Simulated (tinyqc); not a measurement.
Short-channel transistor, virtual-source model with series resistance: effect of the velocity at the virtual source on the on and off currents.

The current per gate width is the charge at the top of the source barrier (the virtual source) times its velocity times a saturation function; al and be are fitting constants of the model. Units: I in uA/um, Rs in ohm um, so I Rs = 1e-6 I Rs in volts; Q in uC/cm^2, so I = 1e-4 Q vx0 Fsat with vx0 in cm/s.

Intrinsic voltages Vg' = Vgs - I Rs, Vd' = Vds - 2 I Rs. n = n0 + nd Vd', VT = VT0 - dl Vd', Ff = 1/(1 + exp((Vg' - VT + al Vt/2)/(al Vt))), Q = Cinv n Vt ln(1 + exp((Vg' - VT + al Vt Ff)/(n Vt))), Vdsat = (vx0 L/mu)(1 - Ff) + Vt Ff, Fsat = u/(1 + u^be)^(1/be) with u = Vd'/Vdsat, and I = Q vx0 Fsat per width. I is solved self-consistently. Ion is I at Vgs = Vds = 0.6 V, Ioff at Vgs = 0, Vds = 0.6 V, and Rlin = Vds/I at Vgs = 0.6 V, Vds = 0.05 V.

Inputs (values chosen for the exercise):

| symbol | value | unit | meaning |
|---|---|---|---|
| T | 250 | K | temperature |
| Cinv | 1.82 | uF/cm^2 | inversion capacitance |
| mu | 190 | cm^2/(V s) | apparent mobility |
| L | 25 | nm | channel length |
| VT0 | 0.296 | V | threshold at zero drain voltage |
| dl | 0.094 | V/V | drain-induced barrier lowering |
| n0 | 1.11 |  | subthreshold factor |
| nd | 0.05 | 1/V | growth of n with drain voltage |
| al | 3.5 |  | threshold shift (in units of Vt) from weak to strong inversion |
| be | 2 |  | sharpness of saturation |
| Rs | 200 | ohm um | series resistance of each contact |

Constants: q = 1.602176634e-19 C, kB = 1.380649e-23 J/K, Vt = kB T/q. Results are converted to the units shown.

Effect of the velocity at the virtual source on the on and off currents:

| vx0 (cm/s) | Ion (uA/um) | Ioff (nA/um) | log10(Ion/Ioff) | Rlin (ohm um) |
|---|---|---|---|---|
| 5e6 | 268.39 | 22.869 | 4.0695 | 656.64 |
| 7.1e6 | 352.05 | 32.468 | 4.0352 | 650.94 |
| 1e7 | 445.56 | 45.715 | 3.9889 | 648.16 |
| 1.4e7 | 540.19 | 63.972 | 3.9266 | 646.74 |
| 2e7 | 628.43 | 91.321 | 3.8377 | 645.96 |
| 2.8e7 | 688.89 | 127.71 | 3.7319 | 645.58 |
| 4e7 | 728.29 | 182.10 | 3.6020 | 645.36 |

As vx0 goes from 5e6 to 4e7 cm/s, Ion rises from 268 to 728 uA/um, Ioff rises from 22.9 to 182 nA/um and Rlin falls from 657 to 645 ohm um. Ion changes by a factor of 2.71 and Ioff by 7.96.

Numbers from tinyqc (`OMP_NUM_THREADS=1 python tinyqc.py 2380045 2380046 out.jsonl`; about 0.01 s on one thread of a shared Intel Xeon 2.30GHz).
